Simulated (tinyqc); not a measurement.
Barrier height from two thicknesses.

Inverse problem. Through a thick flat barrier T = c exp(-2 kappa t) with a prefactor c that does not depend on t, and kappa = sqrt(m1 phi1/C), C = hbar^2/(2 m0). Find kappa, the decades lost for each nanometre, c and phi1.

Values chosen for this exercise: tunnelling mass of layer 1 m1 = 0.5 m0.

Constants: q = 1.602176634e-19 C, hbar = 1.054571817e-34 J s, m0 = 9.1093837015e-31 kg, hbar^2/(2 m0) = 0.0380998212 eV nm^2. Results are converted to the units shown.

T at t = 0.9 and 2.1 nm: [2.4421332e-5, 5.0996669e-12]

Solution. The ratio of the two values removes c: kappa = ln(T_a/T_b)/(2 (t_b - t_a)).

kappa = 6.41 1/nm
decades a nanometre = 5.57
c = 2.50
phi1 = 3.13 eV

Computed by the program tinyqc: `OMP_NUM_THREADS=1 python tinyqc.py 2540151 2540152 out.jsonl`, one thread of a shared Intel Xeon 2.30GHz, about 0.06 s for the whole run.
